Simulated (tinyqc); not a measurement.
What moves the results: band gaps under pressure and temperature from deformation potentials. A value that a table varies takes the place of the one given here.

Murnaghan: V/V0 = (1 + Bp P/B0)^(-1/Bp), B0 = (C11 + 2 C12)/3. Each gap moves by a ln(V/V0) with its volume potential a, and falls with temperature by aV T^2/(T + bV) (Varshni); the two effects are added. No change of phase is considered.

Constants: hc = 1239.841984 eV nm.

Values chosen for the exercise (near those of GaAs, the X and L potentials typical of such crystals; the results hold for these values, not for the real material):
- Eg = 1.505 eV (gap at Gamma to the s-like level at 0 K, 0 GPa)
- EgX = 2.012 eV (gap to X at 0 K, 0 GPa)
- EgL = 1.789 eV (gap to L at 0 K, 0 GPa)
- C11 = 122.7 GPa
- C12 = 55.7 GPa
- Bp = 3.84 (pressure derivative of the bulk modulus)
- aG = -8.26 eV (volume potential of the Gamma gap)
- aX = 1.14 eV (volume potential of the X gap)
- aL = -4.47 eV (volume potential of the L gap)
- aV = (0.536, 0.449, 0.6) meV/K (Varshni alpha of Gamma, X, L)
- bV = (201, 199, 200) K (Varshni beta of Gamma, X, L)
- T = 0 K (temperature)
- P = 2 GPa (pressure)

## Gaps against pressure

The last column is the linear form E0 + c1 P for Gamma, c1 = -aG/B0.

Gaps (eV):

| P (GPa) | ln(V/V0) | Gamma | X | L | lowest | Gamma, linear |
|---|---|---|---|---|---|---|
| 0.00 | 0.0000 | 1.505 | 2.012 | 1.789 | Gamma | 1.505 |
| 1.50 | -0.0185 | 1.658 | 1.991 | 1.872 | Gamma | 1.664 |
| 3.00 | -0.0359 | 1.801 | 1.971 | 1.949 | Gamma | 1.823 |
| 4.50 | -0.0521 | 1.935 | 1.953 | 2.022 | Gamma | 1.981 |
| 6.00 | -0.0674 | 2.061 | 1.935 | 2.090 | X | 2.140 |
| 7.50 | -0.0818 | 2.181 | 1.919 | 2.155 | X | 2.299 |
| 9.00 | -0.0955 | 2.294 | 1.903 | 2.216 | X | 2.458 |
| 10.50 | -0.1085 | 2.401 | 1.888 | 2.274 | X | 2.616 |
| 12.00 | -0.1208 | 2.503 | 1.874 | 2.329 | X | 2.775 |

How do the results move?

Over 12 GPa Gamma moves by +0.998, L by +0.540 and X by -0.138 eV. The lowest valley changes: Gamma to X between 4.50 and 6.00 GPa, and the fundamental gap peaks at 1.935 eV on these points. The linear form overshoots by 272 meV at the end, because the crystal stiffens; the gap is linear in ln V, not in P.

## Gaps against temperature

At the pressure P; wavelength hc/E of the lowest gap.

Gaps (eV):

| T (K) | Gamma | X | L | lowest | wavelength (nm) |
|---|---|---|---|---|---|
| 0 | 1.7069 | 1.9841 | 1.8983 | Gamma | 726.4 |
| 50 | 1.7016 | 1.9796 | 1.8923 | Gamma | 728.6 |
| 100 | 1.6891 | 1.9691 | 1.8783 | Gamma | 734.0 |
| 200 | 1.6535 | 1.9391 | 1.8383 | Gamma | 749.8 |
| 300 | 1.6106 | 1.9031 | 1.7903 | Gamma | 769.8 |
| 400 | 1.5642 | 1.8642 | 1.7383 | Gamma | 792.6 |
| 500 | 1.5158 | 1.8235 | 1.6840 | Gamma | 818.0 |
| 600 | 1.4660 | 1.7818 | 1.6283 | Gamma | 845.7 |

How do the results move?

From 0 to 100 K the Gamma gap falls by 17.8 meV, from 500 to 600 K by 49.7 meV: quadratic below bV, linear with a slope tending to aV = 0.536 meV/K above. Gamma stays lowest. A pressure of 0.91 GPa, with the slope -aG/B0 at zero pressure, would undo the fall of the Gamma gap from 0 to 300 K.

## What each parameter does

Gaps at P and T. Each row changes one parameter from the base and keeps the others.

Results:

| case | Gamma (eV) | X (eV) | L (eV) |
|---|---|---|---|
| base | 1.7069 | 1.9841 | 1.8983 |
| T = 50 K | 1.7016 | 1.9796 | 1.8923 |
| C11 = 110.43 GPa | 1.7176 | 1.9827 | 1.9040 |
| C12 = 61.27 GPa | 1.6982 | 1.9853 | 1.8935 |
| Bp = 3.456 | 1.7078 | 1.9840 | 1.8988 |
| aG = -7.434 eV | 1.6867 | 1.9841 | 1.8983 |
| aX = 1.026 eV | 1.7069 | 1.9869 | 1.8983 |
| aL = -4.023 eV | 1.7069 | 1.9841 | 1.8873 |
| P = 1.8 GPa | 1.6876 | 1.9868 | 1.8878 |

How do the results move?

The largest shifts from the base row, up to three for each result and ties (the steps differ in size, so this ranks the rows, not the parameters). Gamma (eV): aG -0.0202, P -0.0194, C11 +0.0106; unchanged at the printed digits by aX and aL. X (eV): T -0.0045, aX +0.0028, P +0.0027; unchanged at the printed digits by aG and aL. L (eV): aL -0.0109, P -0.0105, T -0.0060; unchanged at the printed digits by aG and aX.

Computed by tinyqc, a small Python program: `OMP_NUM_THREADS=1 python tinyqc.py 1051364 1051365 out.jsonl` (the numbers bound the seed that draws the inputs); one thread of a shared host (Intel(R) Xeon(R) Processor @ 2.30GHz), about 0.01 s for the whole set of steps.
